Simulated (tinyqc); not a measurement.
# Gain factor and gap resistance from two string resistances

Inverse problem. At small bit-line voltage each of the 48 cells has the resistance 1/(K x) at overdrive x (no mobility reduction) in series with a gap resistance Rg. Find K, Rg and the share of the gaps at the higher overdrive.

resistance of a string of 48 equal cells at overdrives of 4.4 and 7.5 V (kohm): 704.14545  516.26667

Solution. The resistance per cell is a straight line in 1/x with slope 1/K and intercept Rg.

K = 24.0 uA/V^2
Rg = 5.20 kohm
share of the gaps = 48.3 %

Program tinyqc, `OMP_NUM_THREADS=1 python tinyqc.py 2142078 2142079 out.jsonl`; Intel Xeon 2.30GHz, shared host, one thread, about 0.9 s.
